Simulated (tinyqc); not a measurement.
Thin-film transistor with exponential tail and deep states, accumulation layer: effect of the characteristic temperature of the tail.

An undoped film in accumulation, thicker than the space-charge layer. With band bending psi the Fermi level lies E0 - psi below the band edge. Free electrons n = n0 exp(psi/Vt) carry the current; electrons in two exponential distributions of traps, a = a0 exp(psi/Va) and d = d0 exp(psi/Vp), do not. Linear regime, ohmic contacts, traps in equilibrium.

Va = kB Tt/q, Vp = kB Td/q; n0 = Nc exp(-E0/Vt), a0 = Nt th(T/Tt) exp(-E0/Va), d0 = Nd th(T/Td) exp(-E0/Vp), th(x) = pi x/sin(pi x). G(psi) = sum over the three kinds of c0 [V (exp(psi/V) - 1) - psi], field F = sqrt(2 q G/(eps0 eps_r)); Vg = psi + eps0 eps_r F/Ci at the surface. Total charge Q = Ci (Vg - psi_s); free charge Qf = q times the integral of n0 (exp(psi/Vt) - 1)/F over psi from 0 to psi_s; I = (W/L) mb Qf Vd; effective mobility mb Qf/Q.

Values chosen for this exercise; values close to those of an organic semiconductor: temperature T = 290 K; relative permittivity of the semiconductor eps_r = 3.2; density of extended states Nc = 8.3e19 cm^-3; band mobility mb = 3.2 cm^2/(V s); total density of tail states Nt = 7.7e19 cm^-3; total density of deep states Nd = 3.9e17 cm^-3; characteristic temperature of the deep states Td = 1200 K; bulk Fermi level below the band edge E0 = 0.42 eV; gate capacitance Ci = 12 nF/cm^2; ratio W/L WL = 5; drain voltage Vd = 0.05 V; gate voltage above flat band Vg = 28 V.

Constants: q = 1.602176634e-19 C, kB = 1.380649e-23 J/K, Vt = kB T/q, eps0 = 8.8541878128e-14 F/cm where lengths are in cm. Results are converted to the units shown.

Effect of the characteristic temperature of the tail:
```
Tt (K),E0 - psi_s (eV),Q (nC/cm^2),free share (%),effective mobility (cm^2/(V s)),I (nA)
360,0.07090,331.8,8.327,0.2664,22.10
400,0.06932,331.8,8.410,0.2691,22.32
440,0.07055,331.8,7.657,0.2450,20.33
480,0.07326,331.8,6.619,0.2118,17.57
520,0.07692,331.9,5.540,0.1773,14.71
560,0.08125,331.9,4.535,0.1451,12.04
600,0.08609,332.0,3.651,0.1168,9.696
640,0.09133,332.1,2.903,0.09291,7.713
```

As Tt goes from 360 to 640 K, the free share goes from 8.33 through a maximum of 8.41 (at Tt = 400 K among the rows listed) to 2.90 %, the distance of the Fermi level from the edge goes from 0.0709 through a minimum of 0.0693 (at Tt = 400 K among the rows listed) to 0.0913 eV and the current goes from 22.1 through a maximum of 22.3 (at Tt = 400 K among the rows listed) to 7.71 nA. Q varies by only 0.080 %: the gate sets the charge, the traps decide how much of it moves. For Tt = 360 to 560 K the th form, which assumes a Fermi level far below the edge, overcounts the filled tail at the surface by more than 15 %.

Numbers from tinyqc (`OMP_NUM_THREADS=1 python tinyqc.py 2610110 2610111 out.jsonl`; about 0.02 s on one thread of a shared Intel Xeon 2.30GHz).
